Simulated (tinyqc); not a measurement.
Width of the well: hydrogenic donor in a hard-walled well (variational).

Trial function cos(pi z/L) exp(-r/lam), r measured from the donor at zi, walls at +/- L/2, one eps everywhere. Counted from the lowest subband, E(lam) = c/(m lam^2) - (q/eps) I0/I1, with I0 the integral of cos^2(pi z/L) exp(-2|z - zi|/lam) over the well and I1 the same with the factor (|z - zi| + lam/2); c = hbar^2/2m0, q = e^2/(4 pi eps0). The binding energy is -E at the minimum.

Constants: hbar^2/2m0 = 3.80998211 eV angstrom^2; e^2/(4 pi eps0) = 14.39964547 eV angstrom.

Values chosen for the exercise (out of a larger set: near those of Si, with one mean mass; not measured data): m = 0.312 m0 (mass); eps = 11.8 (dielectric constant); Ls = (4, 9, 19, 35, 75, 147, 291) angstrom (widths).

Ry* = 30.4868 meV
a* = 20.014 angstrom

Donor at the centre and at the wall (zi = L/2).

Binding:
```
L (angstrom)   L/a*  centre (meV)  in Ry*  wall (meV)  in Ry*  centre/wall
4              0.20        101.02   3.314       75.20   2.467         1.34
9              0.45         86.18   2.827       55.19   1.810         1.56
19             0.95         69.81   2.290       38.43   1.261         1.82
35             1.75         56.59   1.856       27.40   0.899         2.07
75             3.75         42.93   1.408       17.44   0.572         2.46
147            7.34         35.24   1.156       11.88   0.390         2.97
291           14.54         31.86   1.045        8.97   0.294         3.55
```

At the centre the binding falls from 3.31 to 1.04 Ry*, between the limits 4 and 1. At the wall it falls from 2.47 to 0.29 Ry*, towards 1/4: the wall forces a node through the donor, as in a 2p state. With this trial function, which underbinds wall donors by about a tenth, the wall donor drops below the bulk value between 19 and 35 angstrom. The ratio grows from 1.34 to 3.55. Widths under about 15 angstrom lie outside envelope theory and serve only to show the limit.

Computed by tinyqc, a small Python program: `OMP_NUM_THREADS=1 python tinyqc.py 1251396 1251397 out.jsonl` (the numbers bound the seed that draws the inputs); one thread of a shared host (Intel(R) Xeon(R) Processor @ 2.30GHz), about 0.02 s for the whole set of steps.
